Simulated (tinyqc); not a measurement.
Hueckel theory of the pi electrons, for the molecule C=CC=CC=CC(=C)Cl (SMILES; centres numbered as the heavy atoms are written), step by step. One step of it, computed by the program tinyqc.

Task: Orbitals. Diagonalise; E = alpha + x beta with beta < 0, so the largest x are filled first; degenerate levels share their electrons. P = sum n_i c_ri c_si; each orbital has its largest coefficient positive (the first on a tie).

Hueckel matrix in units of beta (H = alpha + beta A):
```
           1C        2C        3C        4C        5C        6C        7C        8C
1C   0.000000  1.000000  0.000000  0.000000  0.000000  0.000000  0.000000  0.000000
2C   1.000000  0.000000  1.000000  0.000000  0.000000  0.000000  0.000000  0.000000
3C   0.000000  1.000000  0.000000  1.000000  0.000000  0.000000  0.000000  0.000000
4C   0.000000  0.000000  1.000000  0.000000  1.000000  0.000000  0.000000  0.000000
5C   0.000000  0.000000  0.000000  1.000000  0.000000  1.000000  0.000000  0.000000
6C   0.000000  0.000000  0.000000  0.000000  1.000000  0.000000  1.000000  0.000000
7C   0.000000  0.000000  0.000000  0.000000  0.000000  1.000000  0.000000  1.000000
8C   0.000000  0.000000  0.000000  0.000000  0.000000  0.000000  1.000000  0.000000
9Cl  0.000000  0.000000  0.000000  0.000000  0.000000  0.000000  0.400000  0.000000

          9Cl
1C   0.000000
2C   0.000000
3C   0.000000
4C   0.000000
5C   0.000000
6C   0.000000
7C   0.400000
8C   0.000000
9Cl  2.000000
```

pi electrons, sum of z_r less the charge = 10

Give: x values; occupations; coefficients; charge and bond-order matrix P.

Result:

x values: 2.157  1.836  1.473  0.973  0.345  -0.349  -1.009  -1.542  -1.883

occupations: 2.000  2.000  2.000  2.000  2.000  0.000  0.000  0.000  0.000

coefficients:
```
       MO1     MO2     MO3     MO4     MO5     MO6     MO7     MO8
1C   0.018   0.190   0.305   0.398  -0.461   0.466  -0.409  -0.300
2C   0.038   0.349   0.449   0.387  -0.159  -0.163   0.413   0.463
3C   0.065   0.451   0.356  -0.021   0.406  -0.409  -0.007  -0.414
4C   0.101   0.479   0.076  -0.407   0.299   0.306  -0.406   0.175
5C   0.154   0.428  -0.245  -0.375  -0.303   0.303   0.417   0.144
6C   0.230   0.307  -0.436   0.042  -0.403  -0.411  -0.014  -0.397
7C   0.342   0.135  -0.398   0.416   0.164  -0.159  -0.402   0.468
8C   0.159   0.074  -0.270   0.428   0.475   0.456   0.399  -0.304
9Cl  0.875  -0.330   0.302  -0.162  -0.040   0.027   0.053  -0.053

        MO9
1C    0.158
2C   -0.297
3C    0.402
4C   -0.459
5C    0.464
6C   -0.414
7C    0.315
8C   -0.168
9Cl  -0.032
```

charge and bond-order matrix P:
```
         1C      2C      3C      4C      5C      6C      7C      8C
1C    1.000   0.862   0.001  -0.367  -0.001   0.264   0.001  -0.229
2C    0.862   1.000   0.495   0.000  -0.104   0.000   0.034   0.001
3C    0.001   0.495   0.999   0.758   0.001  -0.334  -0.002   0.262
4C   -0.367   0.000   0.758   1.001   0.528  -0.001  -0.103  -0.003
5C   -0.001  -0.104   0.001   0.528   0.998   0.759   0.004  -0.365
6C    0.264   0.000  -0.334  -0.001   0.759   1.003   0.491   0.007
7C    0.001   0.034  -0.002  -0.103   0.004   0.491   0.988   0.856
8C   -0.229   0.001   0.262  -0.003  -0.365   0.007   0.856   1.026
9Cl  -0.003  -0.006   0.005   0.015  -0.016  -0.045   0.122  -0.110

        9Cl
1C   -0.003
2C   -0.006
3C    0.005
4C    0.015
5C   -0.016
6C   -0.045
7C    0.122
8C   -0.110
9Cl   1.985
```
